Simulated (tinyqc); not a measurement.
From results back to parameters: polytypes by hexagonality, and a cubic inclusion as a quantum well. Three cases, with inputs chosen for the exercise.

Problem. A square well of depth V with masses m_w inside and m_b outside (first and second entry of m) binds its lowest level at the given depth below the barrier: k tan(k L/2) = (m_w/m_b) q, k = sqrt(m_w E/c), q = sqrt(m_b (V - E)/c), c = hbar^2/2m0. How many double layers wide is it?

Constants: hbar^2/2m0 = 3.80998211 eV angstrom^2.

Find: k; q; L; N.

Method. L = (2/k) arctan((m_w/m_b) q/k), and N = L/d.

Case 1.

Values chosen (out of a larger set: of the order of those of InAs; not measured data): m = (0.026, 0.024) m0 (electron mass along c in the cubic layer and in the host); d = 3.502 angstrom (thickness of a double layer).

V = 0.09900 eV
depth V - E = 0.00627 eV

Solution.

k = 0.0252 1/angstrom
q = 0.0063 1/angstrom
L = 21.01 angstrom
N = 6.0

Case 2.

Values chosen (out of a larger set: of the order of those of GaAs; not measured data): m = (0.066, 0.063) m0 (electron mass along c in the cubic layer and in the host); d = 3.255 angstrom (thickness of a double layer).

V = 0.10400 eV
depth V - E = 0.03800 eV

Solution.

k = 0.0338 1/angstrom
q = 0.0251 1/angstrom
L = 39.06 angstrom
N = 12.0

Case 3.

Values chosen (out of a larger set: of the order of those of SiC; not measured data): m = (0.326, 0.313) m0 (electron mass along c in the cubic layer and in the host); d = 2.514 angstrom (thickness of a double layer).

V = 0.96550 eV
depth V - E = 0.46676 eV

Solution.

k = 0.2066 1/angstrom
q = 0.1958 1/angstrom
L = 7.54 angstrom
N = 3.0

Computed by tinyqc, one run a case: `OMP_NUM_THREADS=1 python tinyqc.py N N+1 out.jsonl` with N = 1850813, 1850834, 1850835; one thread of a shared Intel(R) Xeon(R) Processor @ 2.30GHz, about 0.2 s a run at most.
